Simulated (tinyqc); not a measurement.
States in the gap of a film: thin (001) film in sp3s* tight binding with raised dangling bonds.

Planes alternate anion (a), cation (c) along [001], a/4 apart, starting with an anion; zero in-plane momentum; levels counted from the bulk Ev, the lower root of [[Epa, Vxx], [Vxx, Epc]]; no spin-orbit coupling. Block of s, pz, s*: from an anion to the cation above, Vss/2 (s,s), Vsapc/2 (s,z), -Vscpa/2 (z,s), Vxx/2 (z,z), Vxapc/2 (s*,z), -Vpaxc/2 (z,s*); to the cation below the same with the s-z and s*-z signs reversed. Block of u = (px + py)/sqrt2 and v = (px - py)/sqrt2: to the cation above (Vxx + Vxy)/2 for u and (Vxx - Vxy)/2 for v, to the cation below the reverse. Each surface atom has two dangling sp3 hybrids; raising both by dl adds (dl/2) [[1, t], [t, 1]] to its s, pz levels (t = -1 at the bottom face, +1 at the top) and dl to the one of u, v in whose plane the missing bonds lie (v for a bottom anion or a top cation, u for a top anion).

Values chosen for the exercise (out of a larger set: near a published set for GaAs, fitted to gaps, whose masses and valley positions are rough; not measured data): p = (-8.405, 1.047, -2.645, 3.68, 8.516, 6.697, -6.413, 1.976, 5.085, 4.479, 5.796, 4.887, 4.76) eV (order Esa, Epa, Esc, Epc, Exa, Exc, Vss, Vxx, Vxy, Vsapc, Vscpa, Vxapc, Vpaxc); Nw = 23 (planes in the thicker film).

edges (eV): Gamma 1.51590, Delta 1.97813

Levels between 0 and the lower bulk edge, the largest weight on the two outer planes of both faces among them, and the nearest levels outside, for several shifts dl.

Film of Nw planes:
```
dl (eV)  levels in the gap              at (eV)  surface weight  next above (eV)  next below (eV)
0                        3  0.087, 1.058, 1.058            0.81           1.7511          -0.0775
1                        2         0.069, 0.253            0.45           1.7730          -0.0744
2                        2         0.357, 0.492            0.49           1.8031          -0.0729
3                        2         0.665, 0.780            0.50           1.8449          -0.0720
5                        2         1.165, 1.306            0.45           1.9653          -0.0711
10                       0                    -               -           1.5162          -0.0701
30                       0                    -               -           1.6107          -0.0693
100                      0                    -               -           1.6296          -0.0689
```

Can the levels of the bare film be read as confined subbands?

No: with bare surfaces (dl = 0) 3 levels lie in the bulk gap, with up to 81 % of the weight on the four outer planes, two a face, where an even spread gives 17 %; these are dangling-bond states, not subbands. The reruns show the bulk gap clear from dl = 10 eV on, and at dl = 30 eV the next level above lies -18.9 meV from its value at 100 eV. At dl = 10 eV the next level above is more than 20 meV from its value at 100 eV, so the surface still acts on it.

Run: tinyqc, `OMP_NUM_THREADS=1 python tinyqc.py 1480784 1480785 out.jsonl`; Intel(R) Xeon(R) Processor @ 2.30GHz, one thread, shared host; about 0.4 s of CPU time with all checks.
